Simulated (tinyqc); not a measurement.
Jacobi rotations on a symmetric matrix, step by step. Computed by tinyqc, a small Python program that keeps every step. Settings: method = jacobi. Command: `OMP_NUM_THREADS=1 python tinyqc.py 21427 21428 out.jsonl` (the two numbers bound the seeds that draw the settings). One thread of a shared host (Intel(R) Xeon(R) Processor @ 2.60GHz), about 0.01 s of CPU time with the checks.

## Jacobi rotation 1

A, lower triangle:
```
           1         2          3         4         5
1   0.318000
2  -0.030000  0.561000
3  -0.134000  0.079000   1.421000
4   0.004000  0.187000   0.189000  1.477000
5  -0.007000  0.015000  -0.141000  0.182000  1.578000
```

Take the largest off-diagonal element A_pq; tan 2 theta = 2 A_pq / (A_qq - A_pp) with |theta| <= pi/4; A' = J^T A J with J_pp = J_qq = cos, J_pq = sin, J_qp = -sin.

p, q, theta (rad): 3.000000  4.000000  0.711859

A', lower triangle:
```
           1          2          3         4         5
1   0.318000
2  -0.030000   0.561000
3  -0.104071  -0.062342   1.257937
4  -0.084506   0.193193   0.000000  1.640063
5  -0.007000   0.015000  -0.225648  0.045694  1.578000
```

## Jacobi rotation 2

As before.

p, q, theta (rad): 3.000000  5.000000  -0.476959

A', lower triangle:
```
           1          2         3         4         5
1   0.318000
2  -0.030000   0.561000
3  -0.095670  -0.048498  1.141333
4  -0.084506   0.193193  0.020977  1.640063
5   0.041558   0.041946  0.000000  0.040594  1.694604
```

## All rotations

The off-diagonal norm falls at every rotation.

Rotations:

| step | p | q | theta | off-diagonal norm |
|---|---|---|---|---|
| 1 | 3 | 4 | 0.711859 | 4.76e-01 |
| 2 | 3 | 5 | -0.476959 | 3.53e-01 |
| 3 | 2 | 4 | 0.171925 | 2.24e-01 |
| 4 | 1 | 3 | -0.114171 | 1.79e-01 |
| 5 | 1 | 4 | -0.062895 | 1.30e-01 |
| 6 | 2 | 3 | -0.078280 | 1.10e-01 |
| 7 | 4 | 5 | 0.698862 | 9.04e-02 |
| 8 | 1 | 5 | 0.023623 | 7.68e-02 |
| 9 | 1 | 4 | -0.021174 | 6.54e-02 |
| 10 | 2 | 5 | 0.022666 | 5.27e-02 |
| 11 | 1 | 2 | -0.096181 | 4.28e-02 |
| ... | ... | ... | ... | ... |
| 18 | 1 | 5 | -0.000317 | 4.71e-04 |
| 19 | 2 | 3 | 0.000523 | 7.23e-05 |
| 20 | 2 | 5 | 0.000034 | 4.24e-05 |
| 21 | 1 | 2 | -0.000131 | 6.02e-06 |
| 22 | 1 | 4 | -2.69e-06 | 3.15e-06 |
| 23 | 3 | 5 | -3.00e-06 | 1.99e-06 |
| 24 | 3 | 4 | -2.77e-06 | 5.21e-07 |
| 25 | 2 | 4 | 3.29e-07 | 2.52e-08 |
| 26 | 1 | 3 | -2.07e-08 | 2.19e-09 |
| 27 | 4 | 5 | 1.29e-08 | 1.44e-09 |
| 28 | 1 | 5 | -7.08e-10 | 8.87e-11 |

eigenvalues: 0.298079  0.524737  1.155092  1.643550  1.733542
